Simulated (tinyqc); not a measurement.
Dopants and charged point defects at anneal temperature: Fermi-level effect, clustering and pairing: one step, computed by the program tinyqc.

Boltzmann statistics and full ionisation of active dopants. Energies are counted from the valence band; the defect (a vacancy or self-interstitial) has five charge states, with all degeneracy factors one.

Question. Charged defects. C_0 = N_s exp(S_f/k_B) exp(-H_f/k_B T). Ratios to the neutral state at E_F = E_i: r_+ = exp((E(+/0) - E_i)/k_B T), r_2+ = r_+ exp((E(2+/+) - E_i)/k_B T), r_- = exp((E_i - E(0/-))/k_B T), r_2- = r_- exp((E_i - E(-/2-))/k_B T); at other E_F state q scales as chi^(-q). The enhancement is sum r_q chi^(-q)/sum r_q. The charge on the defects is left out of neutrality.

Inputs (values chosen for the exercise, with bands modelled on germanium): anneal temperature T = 800 K; formation enthalpy of the neutral defect H_f = 2.84 eV; formation entropy S_f = 8.2 k_B; site density N_s = 4.1e+22 cm^-3.

Dopant: acceptor. Second part: clustering of the dopant.

defect levels as fractions of E_g(T): (2+/+), (+/0), (0/-), (-/2-): [0.03, 0.14, 0.7, 0.94]

E_g = 0.4535169 eV

k_B T = 0.06893867 eV

n_i = 1.156730e+18 cm^-3

E_i = 0.2052874 eV

chi = 0.04926260

Give: neutral defects C_0; Charge states; all defects, doped; enhancement over intrinsic; mean charge.

Answer.

neutral defects C_0 = 1.918e+08 cm^-3

Charge states:
```
state  ratio r  intrinsic (cm^-3)  doped (cm^-3)
2+       0.008          1.520e+06      6.265e+08
+        0.128          2.452e+07      4.977e+08
0        1.000          1.918e+08      1.918e+08
-        0.196          3.768e+07      1.856e+06
2-       0.008          1.527e+06      3.705e+03
```

all defects, doped = 1.318e+09 cm^-3

enhancement over intrinsic = 5.128

mean charge = 1.327 e

Doping leaves the neutral state alone and multiplies the total by 5.13; the most common state is 2+ (in intrinsic material 0). Caution: the carrier density exceeds the effective density of states, where Boltzmann statistics understate the shift of E_F and so the density of charged defects (gap narrowing, also left out, works the other way).
